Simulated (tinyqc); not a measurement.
Inversion layer as a triangular well, valleys of the Si type, step by step. Values are carried at full precision from step to step, so a last printed digit may differ when a step is redone from the rounded ones.

Six ellipsoidal valleys with their long axes along the cube axes, mass ml along the axis and mt across it. For a valley whose axis makes the angle theta with the surface normal, 1/m_z = cos^2(theta)/ml + sin^2(theta)/mt sets the confinement; in the plane the masses are m_1 = mt and m_2 = ml mt/m_z, and m_d = sqrt(m_1 m_2).

Constants: e^2/(4 pi eps0) = 14.39964547 eV angstrom; hbar^2/2m0 = 3.80998211 eV angstrom^2; kB = 8.617333262e-05 eV/K.

Parameters, chosen for this exercise (near those of Si; the results hold for these values, not for the real material):
- ml = 0.922 m0 (longitudinal mass)
- mt = 0.193 m0 (transverse mass)
- face = 100 (surface)
- eps = 11.9 (dielectric constant)
- Ns = 0.93 x 1e12/cm^2 (electron sheet density)
- Nd = 0.68 x 1e12/cm^2 (depletion charge)
- eta = 0.75 (share of Ns in the effective field)
- T = 300 K (temperature)
- tox = 15 angstrom (SiO2-equivalent oxide thickness)

## Valley masses on the (100) face

Group the valleys by their angle to the normal, heaviest m_z first.

Valleys (masses in m0):
```
valleys g  cos^2(theta)     m_z     m_1     m_2     m_d
2                1.0000  0.9220  0.1930  0.1930  0.1930
4                0.0000  0.1930  0.1930  0.9220  0.4218
```

The 2 valleys with the heaviest m_z will give the lowest ladder of subbands.

## Effective field

The field is taken as constant, e F = 4 pi (e^2/4 pi eps0)(Nd + eta Ns)/eps, with 1e12/cm^2 = 1e-4/angstrom^2, and the oxide as a hard wall at z = 0; c = hbar^2/2m0.

Find e F, and F in MV/cm (1 MV/cm = 0.01 V/angstrom).

e F = 0.00209463 eV/angstrom
F = 0.2095 MV/cm

## Subband ladders

Level j of a valley lies at E_j = a_j (c (e F)^2/m_z)^(1/3) above the band edge at the surface, with the Airy zeros a_j = 2.338107, 4.087949, 5.520560, 6.786708, 7.944134, 9.022651, 10.040174, 11.008524, 11.936016, 12.828777, and has <z> = 2 E_j/(3 e F).

The ten lowest levels of all groups of valleys together, j = 0, 1, ..., c = hbar^2/2m0; primes mark the groups with lighter m_z.

Subbands:
```
label  valleys g  m_d (m0)  E (eV)  <z> (angstrom)
0              2    0.1930  0.0614           19.55
0'             4    0.4218  0.1034           32.93
1              2    0.1930  0.1074           34.18
2              2    0.1930  0.1450           46.16
3              2    0.1930  0.1783           56.75
1'             4    0.4218  0.1809           57.57
4              2    0.1930  0.2087           66.42
5              2    0.1930  0.2370           75.44
2'             4    0.4218  0.2443           77.74
6              2    0.1930  0.2638           83.95
```

The second subband is 0', 42.0 meV above the first.

## Fermi level and populations

Subband i holds n_i = g m_d/(2 pi c) kB T ln(1 + exp((EF - E_i)/kB T)) (spin included), and EF is fixed by sum n_i = Ns over the levels listed or, where none are listed, over j = 0 to 9 of each group; 1e12/cm^2 = 1e-4/angstrom^2.

Solve for EF; c = hbar^2/2m0. The mean distance is sum n_i <z>_i/Ns.

EF = 0.0038 eV

Populations:
```
label  (EF - E)/kB T  n (1e12/cm^2)  share (%)
0              -2.23          0.427       45.9
0'             -3.85          0.382       41.1
1              -4.01          0.075        8.1
2              -5.46          0.018        1.9
3              -6.75          0.005        0.5
1'             -6.85          0.019        2.1
4              -7.92          0.002        0.2
5              -9.02          0.001        0.1
2'             -9.30          0.002        0.2
6             -10.05          0.000        0.0
```

mean distance from the surface = 27.95 angstrom

The lowest subband holds 45.9 % of the electrons and is partly degenerate (EF within a few kB T of its edge).

## Effect on the gate capacitance

The charge sits at the mean distance <z> from the surface, which adds (3.9/eps) <z> to the oxide thickness; C/Cox = tox/(tox + 3.9 <z>/eps). The density-of-states term is left out.

added thickness = 9.16 angstrom
C/Cox = 0.621

## Checks

- Lowest level by finite differences against the Airy formula, eV: both 0.0614.

Run: tinyqc, `OMP_NUM_THREADS=1 python tinyqc.py 1250532 1250533 out.jsonl`; Intel(R) Xeon(R) Processor @ 2.30GHz, one thread, shared host; about 0.03 s of CPU time with all checks.
